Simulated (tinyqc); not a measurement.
Line shape against size: Raman line shape of confined optical phonons and breathing modes of small crystals. Computed by tinyqc, a small Python program. Command: `OMP_NUM_THREADS=1 python tinyqc.py 3024309 3024310 out.jsonl confine walk`. One thread of a shared host (Intel(R) Xeon(R) Processor @ 2.30GHz), about 0.02 s of CPU time with the checks.

Confinement in 2 direction(s) lets phonons with q away from zero scatter light. q is in units of 2 pi/a, from 0 to 1, and the branch is isotropic: omega(q)^2 = (omega_0^2 + omega_X^2)/2 + ((omega_0^2 - omega_X^2)/2) cos(pi q). The model and its constant beta are phenomenological; beta = 8 is the common choice.

Inputs (values chosen for the exercise, modelled on silicon):
```
quantity                                value      unit
bulk frequency omega_0                  520.2      1/cm
frequency at the zone boundary omega_X    420      1/cm
natural width Gamma_0                     3.2      1/cm
lattice constant a                      5.431  angstrom
size L                                     14        nm
confinement constant beta                   8         -
```

Shape: wire.

Method:
- Weight W(q) = q^1 exp(-(2 L q/a)^2/(2 beta)) dq, that is exp(-k^2 L^2/(2 beta pi^2)) for k = 2 pi q/a.
- Width q_c = a sqrt(2 beta)/(2 L), where the exponential falls to 1/e; curvature of the branch: omega(q) = omega_0 - c q^2, c = pi^2 (omega_0^2 - omega_X^2)/(8 omega_0); for small q_c the mean of q^2 is (number of confined directions) q_c^2/2, and the mean shift is -c times that.
- I(omega) = int W(q) / [(omega - omega(q))^2 + (Gamma_0/2)^2] dq / int W dq x (Gamma_0/2)^2, by 400 Gauss-Legendre points on 0 < q < min(1, 2.5 a sqrt(2 beta)/L).
- The peak is the maximum of I; the width is taken between the half-maximum points, and the asymmetry is the low-side half-width over the high-side one.

mean shift, quadratic estimate = -1.34490 1/cm

Line shape:
```
L (nm)  peak shift (1/cm)  full width (1/cm)  asymmetry  mean shift, quadratic estimate (1/cm)
3                 -4.5299             31.427     5.3822                                -29.289
3.6               -3.7146             22.747     4.4521                                -20.340
4.4               -3.0129              16.42     3.6333                                -13.616
5.5               -2.3972             11.807     2.9148                                -8.7141
7                 -1.8691             8.5928      2.318                                -5.3796
10                -1.2704             5.8191     1.7007                                -2.6360
15               -0.77593             4.2453      1.286                                -1.1716
25               -0.36552             3.4491     1.0577                               -0.42176
```

The peak shift falls with exponent -1.09 at the small end and -1.47 at the large end. For still larger L it tends to the mean shift, which goes as 1/L^2; the ratio is 0.15 in the first row and 0.87 in the last. The width exceeds Gamma_0 by over 10 % for L up to 15 nm. In a wire the factor q lowers the weight at q = 0.

Extremes, crossings and ranges named in words are read from the listed rows.
